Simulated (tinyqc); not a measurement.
## Off-state leakage of single and stacked transistors: leakage components against the temperature

n-channel devices of unit width. Subthreshold current I(Vg, Vs, Vd) = I0 (T/300 K)^0.5 exp[(Vg - Vs - VT(T) - gb (Vs - Vb) + dd (Vd - Vs))/(nf Vt)] (1 - exp(-(Vd - Vs)/Vt)), VT(T) = VT - cT (T - 300 K). Gate-edge tunnelling Ig (Vd/1 V) exp(ag (Vd - 1 V)), for a gate at 0 V, and band-to-band leakage Ab u exp(-Bb/u), u = Vd - Vb + 1 V, flow at a drain held at V; both are taken as independent of T. In a stack of off transistors (all gates at 0 V) the same subthreshold current passes through each.

One transistor with Vg = Vs = 0, Vd = V; stack factor I(one)/I(two in series).

Values chosen for this exercise; values of the order met in bulk silicon logic transistors:
```
symbol,value,unit,meaning
V,0.9,V,supply voltage
VT,0.49,V,"threshold at 300 K, zero drain and body bias"
cT,0.8,mV/K,fall of the threshold with temperature
I0,0.37,uA/um,current at threshold at 300 K
nf,1.18,,slope factor
dd,0.18,,drain-induced lowering per volt
gb,0.08,,rise of the threshold per volt of source-body bias
Ig,8e-5,uA/um,gate-edge tunnelling current at 1 V
ag,5.2,1/V,exponential slope of the gate current
Ab,8,uA/(um V),prefactor of band-to-band leakage at the drain
Bb,23,V,its exponential voltage
Vb,0,V,body voltage
```

Constants: q = 1.602176634e-19 C, kB = 1.380649e-23 J/K, Vt = kB T/q. Results are converted to the units shown.

The same in every row: gate edge (nA/um) = 0.04281; band-to-band (nA/um) = 0.08406.

Leakage components against the temperature:

| T (K) | subthreshold (nA/um) | total (nA/um) | stack factor | largest part |
|---|---|---|---|---|
| 250 | 1.745e-4 | 0.1270 | 265.3 | band-to-band |
| 275 | 0.001395 | 0.1283 | 160.2 | band-to-band |
| 300 | 0.007917 | 0.1348 | 105.4 | band-to-band |
| 325 | 0.03451 | 0.1614 | 74.07 | band-to-band |
| 350 | 0.1223 | 0.2491 | 54.80 | subthreshold |
| 375 | 0.3667 | 0.4936 | 42.27 | subthreshold |
| 400 | 0.9608 | 1.088 | 33.72 | subthreshold |
| 425 | 2.252 | 2.379 | 27.66 | subthreshold |

As T goes from 250 to 425, the total leakage rises from 0.127 to 2.38 nA/um. The band-to-band part leads at T = 250, the subthreshold part from 350 on. The subthreshold part doubles every 20.3 K between the last two rows. The reduction by a stack of two falls from 265 to 27.7, for the subthreshold part alone.

Numbers from tinyqc (`OMP_NUM_THREADS=1 python tinyqc.py 2242232 2242233 out.jsonl`; about 0.03 s on one thread of a shared Intel Xeon 2.30GHz).
